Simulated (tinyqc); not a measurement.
Worked calculation: CCSD on RHF in the 6-311g basis, for H2, spin multiplicity 1. One step of it, computed by the program tinyqc.

Task: Iteration 6 (converged): orbitals. Diagonalise F' = X^T F X, C = X C', fill 1 alpha and 1 beta electrons from the bottom; D = 2 C_occ C_occ^T. Each column has its largest component positive (the first on a tie).

converged F (hartree), order 1H 1s, 1H 2s, 1H 3s, 2H 1s, 2H 2s, 2H 3s:
$$\begin{pmatrix}
0.528338 & -0.490865 & -0.491190 & -0.561105 & -0.560240 & -0.472492 \\
-0.490865 & -0.397523 & -0.396338 & -0.560240 & -0.503486 & -0.414244 \\
-0.491190 & -0.396338 & -0.253172 & -0.472492 & -0.414244 & -0.268373 \\
-0.561105 & -0.560240 & -0.472492 & 0.528338 & -0.490865 & -0.491190 \\
-0.560240 & -0.503486 & -0.414244 & -0.490865 & -0.397523 & -0.396338 \\
-0.472492 & -0.414244 & -0.268373 & -0.491190 & -0.396338 & -0.253172
\end{pmatrix}$$

X, order 1H 1s, 1H 2s, 1H 3s, 2H 1s, 2H 2s, 2H 3s:
$$\begin{pmatrix}
1.379680 & -0.746777 & 0.217815 & -0.063309 & 0.014238 & -0.038791 \\
-0.746777 & 2.490365 & -1.207162 & 0.014238 & -0.779549 & 0.466079 \\
0.217815 & -1.207162 & 3.019588 & -0.038791 & 0.466079 & -1.868895 \\
-0.063309 & 0.014238 & -0.038791 & 1.379680 & -0.746777 & 0.217815 \\
0.014238 & -0.779549 & 0.466079 & -0.746777 & 2.490365 & -1.207162 \\
-0.038791 & 0.466079 & -1.868895 & 0.217815 & -1.207162 & 3.019588
\end{pmatrix}$$

Give: F' = X^T F X; orbital energies; coefficients C; D after iteration 6.

Result:

F' = X^T F X (hartree):
$$\begin{pmatrix}
1.6931 & -1.1677 & 0.0140 & -0.4645 & -0.1553 & -0.1549 \\
-1.1677 & 0.9601 & -0.3791 & -0.1553 & -0.2576 & -0.0228 \\
0.0140 & -0.3791 & 0.2051 & -0.1549 & -0.0228 & -0.1272 \\
-0.4645 & -0.1553 & -0.1549 & 1.6931 & -1.1677 & 0.0140 \\
-0.1553 & -0.2576 & -0.0228 & -1.1677 & 0.9601 & -0.3791 \\
-0.1549 & -0.0228 & -0.1272 & 0.0140 & -0.3791 & 0.2051
\end{pmatrix}$$

orbital energies (hartree): MO1 -0.6164, MO2 0.1782, MO3 0.3010, MO4 0.6808, MO5 2.3242, MO6 2.8485

coefficients C, order 1H 1s, 1H 2s, 1H 3s, 2H 1s, 2H 2s, 2H 3s:
$$\begin{pmatrix}
0.2017 & 0.0754 & -0.0522 & -0.0841 & -1.0523 & -1.1623 \\
0.2896 & -0.0730 & -0.6839 & -1.8900 & 1.2061 & 1.8596 \\
0.1180 & 2.5234 & 0.8378 & 2.3339 & -0.4867 & -1.2518 \\
0.2017 & -0.0754 & -0.0522 & 0.0841 & -1.0523 & 1.1623 \\
0.2896 & 0.0730 & -0.6839 & 1.8900 & 1.2061 & -1.8596 \\
0.1180 & -2.5234 & 0.8378 & -2.3339 & -0.4867 & 1.2518
\end{pmatrix}$$

D after iteration 6, order 1H 1s, 1H 2s, 1H 3s, 2H 1s, 2H 2s, 2H 3s:
$$\begin{pmatrix}
0.0813 & 0.1168 & 0.0476 & 0.0813 & 0.1168 & 0.0476 \\
0.1168 & 0.1677 & 0.0683 & 0.1168 & 0.1677 & 0.0683 \\
0.0476 & 0.0683 & 0.0278 & 0.0476 & 0.0683 & 0.0278 \\
0.0813 & 0.1168 & 0.0476 & 0.0813 & 0.1168 & 0.0476 \\
0.1168 & 0.1677 & 0.0683 & 0.1168 & 0.1677 & 0.0683 \\
0.0476 & 0.0683 & 0.0278 & 0.0476 & 0.0683 & 0.0278
\end{pmatrix}$$
